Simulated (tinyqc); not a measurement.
Koster-Slater impurity in a tight-binding band, by Green functions and by supercells: one step, computed by the program tinyqc. Command: `OMP_NUM_THREADS=1 python tinyqc.py 3017174 3017175 out.jsonl kosterslater walk`. One thread of a shared host (Intel(R) Xeon(R) Processor @ 2.30GHz), about 0.04 s of CPU time with the checks.

One orbital per site, e(k) = -2 t sum cos(k_i) over 2 direction(s), band from -4 t to 4 t, lattice constant 1. One site has the extra energy U. Spin is left out.

Question. The supercell Hamiltonian at Gamma. H_ij = -t for each bond from i to j, images included (two bonds add when N = 2); H_11 = U; sites are numbered with the last coordinate running fastest. Diagonalise.

Inputs (values chosen for the exercise, for a model band): hopping t = 0.62 eV; impurity potential U = 1.48 eV; supercell edge N = 3 sites.

Lattice: square.

Give: H; levels.

Answer.

H (eV):
```
       1      2      3      4      5      6      7      8
1   1.48  -0.62  -0.62  -0.62   0.00   0.00  -0.62   0.00
2  -0.62   0.00  -0.62   0.00  -0.62   0.00   0.00  -0.62
3  -0.62  -0.62   0.00   0.00   0.00  -0.62   0.00   0.00
4  -0.62   0.00   0.00   0.00  -0.62  -0.62  -0.62   0.00
5   0.00  -0.62   0.00  -0.62   0.00  -0.62   0.00  -0.62
6   0.00   0.00  -0.62  -0.62  -0.62   0.00   0.00   0.00
7  -0.62   0.00   0.00  -0.62   0.00   0.00   0.00  -0.62
8   0.00  -0.62   0.00   0.00  -0.62   0.00  -0.62   0.00
9   0.00   0.00  -0.62   0.00   0.00  -0.62  -0.62  -0.62

       9
1   0.00
2   0.00
3  -0.62
4   0.00
5   0.00
6  -0.62
7  -0.62
8  -0.62
9   0.00
```

levels (eV): [-2.374, -0.620, -0.620, -0.620, -0.151, 1.240, 1.240, 1.240, 2.145]
